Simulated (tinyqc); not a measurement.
# Via and link resistance from two via chains

Problem. A chain of 5000 vias joined by 5000 metal links has R = 5000 (Rv + Rlink), with Rlink proportional to the link length. Find Rv, Rlink for length L, and the value of Rv that the short chain would give if the links were ignored.

resistance of chains of 5000 links with link lengths L and 3 L (ohm): 1.16e5  3.06e5

Answer. R per link is a straight line in the link length; its intercept at zero length is Rv.

Rv = 4.200 ohm
Rlink = 19.00 ohm
Rv without correction = 23.20 ohm

tinyqc, about 0.01 s, one thread, Intel Xeon 2.30GHz (shared host): `OMP_NUM_THREADS=1 python tinyqc.py 2750195 2750196 out.jsonl`
